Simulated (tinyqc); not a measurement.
# Programming of a floating-gate cell by Fowler-Nordheim tunnelling: what changes with what

Per tunnel area the floating gate has Ctun = 3.9 eps0/tox to the channel (0 V) and Ccg to the control gate, Ct = Ctun/(1 - ag), no other coupling. With the threshold shift U = -Q/Ccg the field is F = ag (Vg - U)/tox, and dU/dt = J/Ccg. Fowler-Nordheim: J = A F^2 exp(-B/F), A = q^2/(16 pi^2 hbar mo phi) (times 1e14 for A/cm^2 with F in V/nm, emitter mass m0), B = (4/3) sqrt(mo/C) phi^1.5, C = hbar^2/(2 m0).

Parameters, values chosen for the exercise; oxide values close to those of silicon dioxide: tunnel barrier phi = 3.18 eV; tunnelling mass mo = 0.49 m0; tunnel oxide thickness tox = 6.2 nm; coupling ratio Ccg/Ct ag = 0.67; threshold shift at the start Vt0 = -1.9 V; control-gate voltage Vg = 9.2 V.

Constants: q = 1.602176634e-19 C, hbar = 1.054571817e-34 J s, m0 = 9.1093837015e-31 kg, eps0 = 8.8541878128e-14 F/cm where lengths are in cm, hbar^2/(2 m0) = 0.0380998212 eV nm^2. Results are converted to the units shown.

Each table varies one quantity; the others keep the values above.

## Programming by a staircase of pulses

Pulse i = 1, 2, ... has the height 7.7 V + (i - 1) 0.3 V and lasts 60 us; each starts from the U that the last one left. Exact: exp(B/F(t)) = exp(B/F(0)) + K t, K = A B ag/(Ccg tox), and U = Vg - tox F/ag.

Results:

| N | last pulse (V) | U (V) | gain of the last pulse (V) | F at its end (V/nm) |
|---|---|---|---|---|
| 1 | 7.700 | -1.876 | 0.02427 | 1.035 |
| 2 | 8.000 | -1.824 | 0.05138 | 1.062 |
| 3 | 8.300 | -1.729 | 0.09519 | 1.084 |
| 4 | 8.600 | -1.578 | 0.1509 | 1.100 |
| 6 | 9.200 | -1.127 | 0.2459 | 1.116 |
| 8 | 9.800 | -0.5702 | 0.2857 | 1.121 |
| 14 | 11.60 | 1.216 | 0.2998 | 1.122 |
| 18 | 12.80 | 2.416 | 0.3000 | 1.122 |

Estimate the missing row, N = 11.

Computed row:

| N | last pulse (V) | U (V) | gain of the last pulse (V) | F at its end (V/nm) |
|---|---|---|---|---|
| 11 | 10.70 | 0.3177 | 0.2984 | 1.122 |

With this row back in the table: The gain of a pulse rises from 0.0243 to 0.300 V and settles at the step of 0.3 V: the field at the end of a pulse becomes steady, 1.12 V/nm, so U follows the gate one to one whatever it started from. It is within 5 % of the step from pulse 8 on among the rows. In every row the field stays above 10 MV/cm, which wears the oxide.

## Effect of the coupling ratio

Same model as above.

After 0.0008 s.

Results:

| ag | F(0) (V/nm) | F (V/nm) | J (A/cm^2) | U (V) |
|---|---|---|---|---|
| 0.42 | 0.7519 | 0.7519 | 1.221e-8 | -1.900 |
| 0.47 | 0.8415 | 0.8414 | 7.061e-7 | -1.899 |
| 0.52 | 0.9310 | 0.9289 | 1.794e-5 | -1.875 |
| 0.57 | 1.020 | 0.9990 | 1.609e-4 | -1.666 |
| 0.63 | 1.128 | 1.032 | 4.091e-4 | -0.9563 |
| 0.68 | 1.217 | 1.041 | 5.269e-4 | -0.2945 |
| 0.78 | 1.396 | 1.057 | 8.074e-4 | 0.7949 |

Estimate the missing row, ag = 0.73.

Computed row:

| ag | F(0) (V/nm) | F (V/nm) | J (A/cm^2) | U (V) |
|---|---|---|---|---|
| 0.73 | 1.307 | 1.049 | 6.447e-4 | 0.2918 |

With this row back in the table: The starting field rises from 0.752 to 1.40 V/nm and U rises from -1.90 to 0.795 V. Between the last two rows 0.01 of coupling is worth 101 mV. In 3 of the 8 rows the starting field exceeds 12 MV/cm, where the oxide would wear out or break down quickly.

Range of the model: Programming fields of 10 MV/cm and more wear the oxide; trapping and the channel potential are ignored.

tinyqc, about 0.01 s, one thread, Intel Xeon 2.30GHz (shared host): `OMP_NUM_THREADS=1 python tinyqc.py 2130080 2130081 out.jsonl`
